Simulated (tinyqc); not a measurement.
## Diameter from the threshold shift

Question. Undoped body with a flat potential across it, hard walls, transport along x. Three valley pairs (g = 2 each) with the longitudinal mass along x, y or z. Non-parabolicity enters the subband edges through E (1 + al E) = gamma, so E = 2 gamma/(1 + sqrt(1 + 4 al gamma)); motion within a subband is taken as parabolic with the band-edge mass. Energies are counted from the bulk band edge. gamma = C (2 z/(t + dl))^2 (1/my + 1/mz)/2, z the zeros of the Bessel functions J_l (2.404826, 3.831706, 5.135622, 5.520078, ...), twofold for l > 0; the mean inverse mass is an approximation for anisotropic valleys, C = hbar^2/(2 m0). Each subband has N_k = g sqrt(2 mx m0 kB T/(pi hbar^2)); without degeneracy n = exp(EF/Vt) sum N_k exp(-E_k/Vt). Classical value Nc times pi t^2/4, Nc = sum over valleys of 2 g (m m0 kB T/(2 pi hbar^2))^1.5 with m = (mx my mz)^(1/3). Threshold shift dVT = Vt ln(classical value/sum N_k exp(-E_k/Vt)). Find t and the lowest subband edge.

Values chosen for this exercise; masses close to those of silicon:
- T = 77 K (temperature)
- ml = 0.923 m0 (longitudinal mass)
- mt = 0.193 m0 (transverse mass)
- al = 0 1/eV (non-parabolicity)
- dl = 0 nm (widening of the box by penetration into the insulator)

Constants: q = 1.602176634e-19 C, kB = 1.380649e-23 J/K, hbar = 1.054571817e-34 J s, m0 = 9.1093837015e-31 kg, Vt = kB T/q, hbar^2/(2 m0) = 0.0380998212 eV nm^2. Results are converted to the units shown.

dVT = 57.143922 mV

Answer. dVT is evaluated for trial values of t with all subbands; between 1.5 and 25 nm one value matches.

t = 6.50 nm
E_1 = 65.3 meV

Numbers from tinyqc (`OMP_NUM_THREADS=1 python tinyqc.py 2350058 2350059 out.jsonl`; about 0.2 s on one thread of a shared Intel Xeon 2.30GHz).
